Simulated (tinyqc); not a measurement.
What each parameter does: zigzag graphene nanoribbon in tight binding.

A zigzag ribbon of N chains, sites A1, B1, A2, ..., BN across it. For each k it is a chain with bonds -2t cos(k/2) (A_n to B_n) and -t (B_n to A_(n+1)), and +D, -D on A and B. A1 and BN are the edge sites; the Dirac points project to k = 2 pi/3.

Parameters, chosen for this exercise (near those used for graphene; the results hold for these values, not for the real material): t = 2.84 eV (hopping); N = 4 (zigzag chains); D = 0 eV (sublattice potential, +D on A and -D on B); k = 2.54 (k times the period sqrt3 acc).

The two lowest positive levels at k and the weight on the two edge sites per state of the middle pair.

Results for these values:

| case | lowest (eV) | next (eV) | edge weight |
|---|---|---|---|
| base | 0.2358 | 2.3001 | 0.6858 |

What happens to each result for D = 0.1 eV, all else kept?

Answer: lowest rises from 0.2358 to 0.2561; next rises from 2.3001 to 2.3023; edge weight does not change at the printed digits.

The same for each parameter in turn:

| case | lowest (eV) | next (eV) | edge weight |
|---|---|---|---|
| base | 0.2358 | 2.3001 | 0.6858 |
| t = 2.982 eV | 0.2476 | 2.4151 | 0.6858 |
| N = 5 | 0.1368 | 1.9795 | 0.6654 |
| D = 0.1 eV | 0.2561 | 2.3023 | 0.6858 |
| k = 2.44 | 0.3712 | 2.3725 | 0.6108 |

(tinyqc, `OMP_NUM_THREADS=1 python tinyqc.py 1451445 1451446 out.jsonl`, Intel(R) Xeon(R) Processor @ 2.30GHz, 1 thread, shared host, about 0.01 s.)
